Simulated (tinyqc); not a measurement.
Worked calculation: Born-Oppenheimer dynamics on the B3LYP (VWN-RPA form)/sto-3g surface (energies and gradients from PySCF), for H4, spin multiplicity 1. Computed by tinyqc, a small Python program that keeps every step (integrals from PySCF). Settings: charge = 0, multiplicity = 1, basis = sto-3g, functional = b3lyp, time step (fs) = 0.2, steps = 24. Command: `OMP_NUM_THREADS=1 python tinyqc.py 25907 25908 out.jsonl` (the two numbers bound the seeds that draw the settings). One thread of a shared host (Intel(R) Xeon(R) Processor @ 2.60GHz), about 10 s of CPU time with the checks.

## Velocity Verlet step 1

positions (bohr):
```
,x,y,z
1H,-0.018897,-0.128501,0.043464
2H,-0.045353,0.073699,1.763114
3H,0.041574,1.647841,-0.066140
4H,0.047243,1.657290,1.785791
```

velocities (bohr per atomic time unit):
```
,x,y,z
1H,-0.000043000,-0.000188000,0.000074000
2H,-0.000091000,0.000169000,0.000001000
3H,0.000063000,0.000001000,-0.000117000
4H,0.000071000,0.000018000,0.000042000
```

gradient (hartree/bohr):
```
,x,y,z
1H,-0.00725935,-0.10725571,0.32124338
2H,-0.00460527,-0.15134803,-0.29993417
3H,0.00424315,0.15752472,0.28773167
4H,0.00762029,0.10107952,-0.30903955
```

masses (electron masses): 1H 1837.152588, 2H 1837.152588, 3H 1837.152588, 4H 1837.152588

gradient after step 1 (hartree/bohr):
```
,x,y,z
1H,-0.00728429,-0.10726996,0.31502754
2H,-0.00463241,-0.14914592,-0.29440849
3H,0.00425903,0.15662560,0.28219448
4H,0.00765647,0.09979080,-0.30281204
```

dt = 0.2 fs = 8.2683 atomic units; x' = x + v dt - g dt^2 / (2m); after the new gradient g', v' = v - (g + g') dt / (2m).

positions after step 1 (bohr):
```
,x,y,z
1H,-0.019118,-0.128060,0.038098
2H,-0.046020,0.077913,1.768703
3H,0.042016,1.644919,-0.072461
4H,0.047688,1.655558,1.791888
```

velocities after step 1 (bohr per atomic time unit):
```
,x,y,z
1H,-0.000010273,0.000294746,-0.001357798
2H,-0.000070212,0.000845200,0.001338447
3H,0.000043868,-0.000705931,-0.001399503
4H,0.000036623,-0.000434018,0.001418847
```

## Velocity Verlet step 2

gradient after step 2 (hartree/bohr):
```
,x,y,z
1H,-0.00715864,-0.10771990,0.29761014
2H,-0.00457514,-0.14231904,-0.27921755
3H,0.00419312,0.15348389,0.26723714
4H,0.00753948,0.09655561,-0.28562834
```

As before.

positions after step 2 (bohr):
```
,x,y,z
1H,-0.019067,-0.123627,0.021010
2H,-0.046514,0.087676,1.785248
3H,0.042299,1.636168,-0.089283
4H,0.047849,1.650113,1.809254
```

velocities after step 2 (bohr per atomic time unit):
```
,x,y,z
1H,0.000022228,0.000778537,-0.002736414
2H,-0.000049493,0.001501083,0.002629275
3H,0.000024848,-0.001403769,-0.002635886
4H,0.000002427,-0.000875855,0.002743012
```

## Energy conservation

The total energy should stay constant up to terms of order dt^2; the step counts as short enough if it moves by less than 2 % of the largest kinetic energy.

Trajectory:
```
time (fs),1H-2H (angstrom),potential (hartree),kinetic (hartree),total (hartree)
0.000000,0.916376,-1.90941543,0.00009581,-1.90931963
0.200000,0.922370,-1.91775285,0.00836184,-1.90939101
0.400000,0.940379,-1.94124448,0.03166672,-1.90957776
0.600000,0.969746,-1.97693841,0.06710781,-1.90983060
0.800000,1.009488,-2.02077833,0.11068301,-1.91009532
1.000000,1.058409,-2.06842191,0.15808917,-1.91033274
1.200000,1.115221,-2.11585831,0.20533361,-1.91052470
1.400000,1.178633,-2.15972738,0.24905840,-1.91066899
1.600000,1.247426,-2.19741324,0.28664428,-1.91076897
1.800000,1.320490,-2.22705322,0.31622917,-1.91082405
2.000000,1.396847,-2.24758766,0.33676272,-1.91082494
2.200000,1.475668,-2.25891850,0.34816322,-1.91075528
2.400000,1.556272,-2.26215405,0.35155420,-1.91059985
2.600000,1.638117,-2.25980134,0.34943978,-1.91036156
2.800000,1.720794,-2.25564522,0.34556296,-1.91008227
3.000000,1.804000,-2.25401494,0.34416036,-1.90985458
3.200000,1.887533,-2.25833230,0.34854468,-1.90978762
3.400000,1.971265,-2.26949914,0.35957829,-1.90992085
3.600000,2.055136,-2.28536067,0.37519357,-1.91016709
3.800000,2.139132,-2.30195239,0.39156661,-1.91038578
4.000000,2.223267,-2.31555946,0.40506746,-1.91049199
4.200000,2.307563,-2.32405731,0.41357259,-1.91048472
4.400000,2.392042,-2.32704539,0.41663703,-1.91040837
4.600000,2.476719,-2.32527563,0.41496885,-1.91030679
4.800000,2.561605,-2.32000322,0.40979474,-1.91020848
```

The total energy moves within 1.5e-03 hartree, under 2 % of the largest kinetic energy.
